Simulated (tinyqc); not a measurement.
Polytypes and stacking faults of a tetrahedral semiconductor in an axial Ising model with couplings up to third neighbours: one step, computed by the program tinyqc. Command: `OMP_NUM_THREADS=1 python tinyqc.py 3005711 3005712 out.jsonl polytype walk`. One thread of a shared host (Intel(R) Xeon(R) Processor @ 2.30GHz), about 0.01 s of CPU time with the checks.

Each double layer has s = +1 or -1 for the sense of its stacking step; E per pair of atoms = E0 - sum_n J_n <s_i s_(i+n)>, n = 1, 2, 3. Hexagonality h = (1 - <s_i s_(i+1)>)/2.

Problem. Stacking-fault energies. Faults in 4H: the sequences single Shockley (31) (+++-), double Shockley (62) (++++++--), Frank-type (32) (+++--) are put between perfect repeats; k_n = (layers x C_n of the host) - sum_i s_i s_(i+n). gamma = sum k_n J_n/A, A = (sqrt 3/2) a^2; 1 meV/angstrom^2 = 16.02177 mJ/m^2.

Inputs (values chosen for the exercise, for a model crystal):
```
quantity                  value      unit
J1                         1.21  meV/pair
J2                        -3.22  meV/pair
J3                        -0.26  meV/pair
basal lattice constant a   3.08  angstrom
```

Host polytype: 4H.

fault coefficients k_n:
```
                      J1  J2  J3
single Shockley (31)   0  -4   0
double Shockley (62)  -4  -8   0
Frank-type (32)       -1  -2   3
```

Constants: 1 eV/angstrom^2 = 16.02176634 J/m^2.

Give: gamma; energy of the glide fault, single Shockley (31).

Solution.

gamma (mJ/m^2): single Shockley (31) 25.119, double Shockley (62) 40.798, Frank-type (32) 8.678

energy of the glide fault, single Shockley (31) = 25.119 mJ/m^2

The cheapest is the Frank-type (32) fault.
